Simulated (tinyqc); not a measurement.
Electron mobility in a silicon inversion layer, empirical terms and Matthiessen rule: one step of the calculation.

Inversion layer of sheet density Ns on a uniformly doped body, under a high-permittivity gate with an interlayer. The mobility terms are empirical power laws with prefactors chosen for the exercise; adding their inverses (Matthiessen) is itself an approximation.

Task. Mobility terms and their sum. With t = T/(300 K): muC = Ac (Ns/1e12 cm^-2) t/(Nb/1e17 cm^-3 + Nit/1e11 cm^-2), muP = Ap E^(-1/3) t^(-1.75), muS = As E^(-gs), muR = Ar exp(2 ti/lr)/t; 1/mu is the sum of the inverses.

Inputs (values chosen for the exercise); material values close to those of silicon: temperature T = 400 K; body doping Nb = 6.3e17 cm^-3; phonon-limited mobility at 1 MV/cm and 300 K Ap = 430 cm^2/(V s); roughness-limited mobility at 1 MV/cm As = 1020 cm^2/(V s); exponent of the roughness term gs = 2; Coulomb prefactor Ac = 3500 cm^2/(V s); charge at the interface Nit = 1.1e12 cm^-2; remote-phonon mobility without interlayer Ar = 270 cm^2/(V s); interlayer thickness ti = 0.9 nm; decay length of remote phonons lr = 0.6 nm; inversion density Ns = 1.8e12 cm^-2.

E = 0.55223851 MV/cm

Find: terms; mu; shares of 1/mu.

Result.

terms (cm^2/(V s)): Coulomb 485.5, phonon 316.8, roughness 3345, remote phonon 4067
mu = 173.6 cm^2/(V s)
shares of 1/mu (%): Coulomb 35.75, phonon 54.79, roughness 5.190, remote phonon 4.268

The phonon term limits most.

Computed by the program tinyqc: `OMP_NUM_THREADS=1 python tinyqc.py 2510106 2510107 out.jsonl`, one thread of a shared Intel Xeon 2.30GHz, about 0.01 s for the whole run.
